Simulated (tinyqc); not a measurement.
Worked calculation: dielectric confinement in a thin film (image charges). Values are carried at full precision from step to step, so a last printed digit may differ when a step is redone from the rounded ones.

A film |z| < t/2 of dielectric constant eps between half-spaces of dielectric constant e2; lam = (eps - e2)/(eps + e2), q = e^2/(4 pi eps0). The self-energy of a band edge is taken with the high-frequency value, e2 = eh, and the field of a fixed ion with the static one, e2 = eo. A charge at z has images lam^|n| at n t + (-1)^n z. Its self-energy is S(z) = (q/2 eps) sum over n >= 1 of lam^n [1/(n t - 2z) + 1/(n t + 2z)] for odd n and 2 lam^n/(n t) for even n; at the centre S(0) = -(q/(eps t)) ln(1 - lam).

Constants: e^2/(4 pi eps0) = 14.39964547 eV angstrom; hbar^2/2m0 = 3.80998211 eV angstrom^2; Ry = 13.60569312 eV.

Inputs chosen for the exercise (near those of an InGaAs film between layers of SiO2; the results hold for these values, not for the real material): t = 54 angstrom (film thickness); eps = 12.8 (dielectric constant of the film); eh = 2.1 (high-frequency dielectric constant outside); mz = 0.046 m0 (mass across the film); eo = 3.9 (static dielectric constant outside); m = 0.046 m0 (mass in the plane).

## Images for a charge at the centre

Give lam, the first five terms (q/eps) lam^n/(n t), their sum and the closed form.

lam = 0.7181

terms (meV): 14.96  5.37  2.57  1.39  0.80

sum of five = 25.08 meV
S(0) = 26.38 meV

The surroundings screen less than the film, so the images repel and each band edge moves outwards: the gap changes by about 2 S = +53 meV. The static value 3.9 would give S(0) = +15.9 meV.

## Self-energy across the film

S at 2z/t = 0, 0.2, 0.4, 0.6, 0.8 and 0.9, summed to n = 399.

Self-energy:

| 2z/t | z (angstrom) | S (meV) |
|---|---|---|
| 0.0 | 0.0 | 26.38 |
| 0.2 | 5.4 | 27.02 |
| 0.4 | 10.8 | 29.28 |
| 0.6 | 16.2 | 34.92 |
| 0.8 | 21.6 | 53.20 |
| 0.9 | 24.3 | 90.45 |

Towards the wall S diverges as (q lam/4 eps)/(distance), an artefact of the abrupt interface that the vanishing envelope makes harmless.

## Shift of the subband edge

First order: <S> over the envelope (2/t) cos^2(pi z/t), beside the confinement energy c (pi/t)^2/mz, c = hbar^2/2m0.

<S> = 29.70 meV
confinement energy = 280.34 meV

|<S>| is 0.11 times the confinement energy; the first goes as 1/t and the second as 1/t^2, so they are equal at t = 510 angstrom.

## Binding of a donor

Donor at the centre, lam from the static eo, trial function cos(pi z/t) exp(-rho/l): E(l) = c/(m l^2) - (q/eps) times the integral over k of F(k t) (1 + (k l/2)^2)^(-3/2), with F(x) = F0 + 2 lam exp(-x) G/(1 - lam exp(-x)), F0 = 2[(1 - exp(-x/2))/x + x (1 + exp(-x/2))/(x^2 + 4 pi^2)], G = 2 sinh(x/2)[1/x - x/(x^2 + 4 pi^2)]; c = hbar^2/2m0. The binding energy is -E at the minimum, counted from the subband edge with its self-energy.

Minimise over l with and without images (lam = 0); Ry* = Ry m/eps^2.

Donor:

| case | l (angstrom) | binding (meV) | in Ry* |
|---|---|---|---|
| no images | 95.0 | 11.5 | 3.02 |
| with images | 73.6 | 33.4 | 8.75 |

Ry* = 3.82 meV

The images change the binding by +21.9 meV, against -2 (q/(eps t)) ln(1 - lam) = +31.7 meV for an orbit much smaller than t. At 300 K the binding is 1.3 kB T.

## Checks

- S(0) from the series against the closed form, meV: both 26.38.
- F(2.3) for lam = 0.7181 from a direct sum over images against the closed form: both 0.8986.

Computed by tinyqc, a small Python program: `OMP_NUM_THREADS=1 python tinyqc.py 1282430 1282431 out.jsonl` (the numbers bound the seed that draws the inputs); one thread of a shared host (Intel(R) Xeon(R) Processor @ 2.30GHz), about 0.1 s for the whole set of steps.
